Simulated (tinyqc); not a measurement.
Anisotropic wet etching of Si(100): plane rates, V-grooves, membranes and undercut. From depth z back to etch time t. Computed by tinyqc, a small Python program. Command: `OMP_NUM_THREADS=1 python tinyqc.py 3027212 3027213 out.jsonl wetetch inv`. One thread of a shared host (Intel(R) Xeon(R) Processor @ 2.30GHz), about 0.01 s of CPU time with the checks.

A long slot opens the mask on a (100) wafer. The floor etches at R100; (111) walls stand at theta = arctan(sqrt2) = 54.7356 degrees to the surface and recede at R111 along their normal.

Inputs (values chosen for the exercise, close to those used for tetramethylammonium hydroxide solutions):
```
quantity                                                                    value     unit
prefactor k0 of the (100) rate                                            6.3e+08   um/min
activation energy of (100), E                                               0.621       eV
ratio (100)/(111) at 80 C                                                      23        -
extra energy of (111), dE                                                    0.11       eV
ratio (100)/oxide at 80 C                                                    3500        -
extra energy of the oxide, dE_ox                                              0.3       eV
bath temperature T                                                             60        C
width w (mask opening along <110>, or membrane width in the design step)      6.7       um
misalignment of the mask                                                      0.2  degrees
```

Constants: k_B = 8.617333262e-05 eV/K.

Method:
- R100 = k0 exp(-E/(k_B T)); a ratio given at 80 C scales as exp[(extra energy/k_B)(1/T - 1/353.15 K)]; R111 and R_ox follow by division.
- Temperatures in kelvin are T(C) + 273.15.
- A misaligned edge exposes ledges and adds R100 sin(misalignment) to the lateral rate (a simple estimate): u = R111/sin(theta) + R100 sin(misalignment). Top width W = w + 2 u t; floor width b = W - 2 z/tan(theta) = W - sqrt2 z. The floor lasts until b = 0, at t_V = w/(sqrt2 R100 - 2u); depth z = R100 t before t_V and W/sqrt2 after.

Task: A run gave the result below. Find the etch time t, known to lie between 49 and 160 min.

depth z = 6.09503 um

Result:

Each step takes the trial c = (a f_b - b f_a)/(f_b - f_a), f being the result less the target and a, b, c the logarithms of the listed values; c replaces end b, the old b replaces a if the sign of f changed, and otherwise f_a is halved.

Scan of the range:
```
etch time t (min)  depth z (um)
49.0                    5.55393
59.7                    5.73219
72.7                    5.94876
88.5                    6.21198
108.0                   6.53684
131.0                   6.92001
160.0                   7.40313
```

False position (Illinois rule, in the logarithm of the input) inside the bracket:
```
step    end a    end b    trial  depth z (um)
1     72.7000  88.5000  81.0953       6.08862
2     88.5000  81.0953  81.4643       6.09477
3     88.5000  81.4643  81.4944       6.09527
4     81.4643  81.4944  81.4800       6.09503
5     81.4944  81.4800  81.4800       6.09503
```

Depth z rises at every point of a 13-point scan of the range (every second point is shown), so one value fits; it is bracketed by 72.7 and 88.5. The scan shows a straight line, so linear interpolation between any two rows gives the answer at once. Answer: etch time t = 81.48 min.
